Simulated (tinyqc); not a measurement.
Comparisons within one model: propagation of a band-gap error through k.p and effective-mass formulas. A value that a table varies takes the place of the one given here.

Chain, for a gap E (the reference Eg or another value), with Ep and Dso kept: 1/me = 1 + Ep (E + 2 Dso/3)/(E (E + Dso)); g* = 2 - 2 Ep Dso/(3 E (E + Dso)); g1(E) = g1 + (Ep/3)(1/E - 1/Eg), g2(E) = g2 + (Ep/6)(1/E - 1/Eg), light hole 1/(g1 + 2 g2), heavy hole 1/(g1 - 2 g2) along [100]; optical constant ei(E) = 1 + (ei - 1)(EP/(EP + E - Eg))^2, static e0(E) = ei(E) + e0 - ei.

Donor: R = Ry me/e0^2, a_B = a0 e0/me, Mott density (0.26/a_B)^3. Nc, Nv = 2 (m kT/(4 pi c))^(3/2), c = hbar^2/2m0, ni = sqrt(Nc Nv) exp(-E/2kT). Exciton: Ry mu/e0^2 with 1/mu = 1/me + g1(E). 1 angstrom^-3 = 1e24 cm^-3.

Constants: Ry = 13.60569312 eV; a0 (Bohr radius) = 0.5291772105 angstrom; kB = 8.617333262e-05 eV/K; hbar^2/2m0 = 3.80998211 eV angstrom^2.

Inputs chosen for the exercise (reference values near those of InAs, gap at low temperature; the results hold for these values, not for the real material): Eg = 0.416 eV (gap at Gamma to the s-like level); Dso = 0.387 eV (spin-orbit splitting); Ep = 21.7 eV (Kane energy); g1 = 19.91 (Luttinger gamma1); g2 = 8.52 (gamma2); e0 = 14.94 (static dielectric constant); ei = 12.12 (optical dielectric constant); EP = 4.69 eV (mean (Penn) gap); mh = 0.38 m0 (density-of-states mass of the holes); T = 300 K (temperature); Eg2 = 0.258 eV (a wrong gap).

## The size of the error

E = f Eg; ratios against f = 1.

Results:
```
f     E (eV)  me ratio  light-hole ratio  e0 ratio  donor ratio  Mott ratio        g*  log10 ni ratio
0.25   0.104     0.289             0.262     1.110        0.235      0.0177  -107.639            2.22
0.40   0.166     0.443             0.415     1.086        0.376      0.0680   -58.798            1.83
0.60   0.250     0.637             0.614     1.056        0.571       0.219   -33.235            1.25
0.80   0.333     0.821             0.810     1.027        0.779       0.512   -21.371            0.63
1.00   0.416     1.000             1.000     1.000        1.000        1.00   -14.760            0.00
1.20   0.499     1.174             1.186     0.974        1.237        1.75   -10.655           -0.65
1.50   0.624     1.429             1.457     0.938        1.624        3.53    -6.874           -1.63
2.00   0.832     1.841             1.889     0.884        2.358        9.05    -3.520           -3.30
```

How do the results move?

Between f = 0.8 and 1.2 the mean powers d ln(ratio)/d ln f are 0.88 for me, 0.94 for the light hole, -0.13 for e0, 1.14 for the donor energy and 3.03 for the Mott density; ni moves by -0.77 decades per 0.1 eV, against -0.1 eV/(2 kT ln 10) = -0.84 from the exponential alone, the rest coming from Nc through me^(3/4). Rows with E below about 8 kT bring ni near Nc, beyond Boltzmann statistics. g* keeps its sign, from -107.64 to -3.52.

## What each input does

All at E = Eg2. Each row changes one parameter from the base and keeps the others.

Results:
```
case            me (m0)  light hole (m0)     e0  donor (meV)  exciton (meV)  log10 ni
base             0.0146           0.0172  15.73        0.805          0.556    15.542
Eg2 = 0.279 eV   0.0157           0.0185  15.62        0.875          0.605    15.388
Dso = 0.418 eV   0.0148           0.0172  15.73        0.811          0.559    15.544
Ep = 23.436 eV   0.0136           0.0167  15.73        0.747          0.523    15.517
g1 = 21.503      0.0146           0.0167  15.73        0.805          0.548    15.542
EP = 4.315 eV    0.0146           0.0172  15.80        0.798          0.551    15.542
ei = 13.09       0.0146           0.0172  15.80        0.798          0.552    15.542
mh = 0.35 m0     0.0146           0.0172  15.73        0.805          0.556    15.515
T = 276 K        0.0146           0.0172  15.73        0.805          0.556    15.299
```

What can be read from the table?

The largest shifts from the base row, up to three for each result and ties (the steps differ in size, so this ranks the rows, not the parameters). me (m0): Ep -0.0011, Eg2 +0.0011, Dso +0.0001; unchanged at the printed digits by g1, EP, ei, mh and T. light hole (m0): Eg2 +0.0013, Ep -0.0005, g1 -0.0005; unchanged at the printed digits by Dso, EP, ei, mh and T. e0: Eg2 -0.11, EP +0.07, ei +0.07; unchanged at the printed digits by Dso, Ep, g1, mh and T. donor (meV): Eg2 +0.070, Ep -0.059, EP -0.007, ei -0.007; unchanged at the printed digits by g1, mh and T. exciton (meV): Eg2 +0.049, Ep -0.033, g1 -0.009; unchanged at the printed digits by mh and T. log10 ni: T -0.243, Eg2 -0.154, mh -0.027; unchanged at the printed digits by g1, EP and ei.

tinyqc: `OMP_NUM_THREADS=1 python tinyqc.py 1851196 1851197 out.jsonl`; about 0.01 s, one thread, shared Intel(R) Xeon(R) Processor @ 2.30GHz.
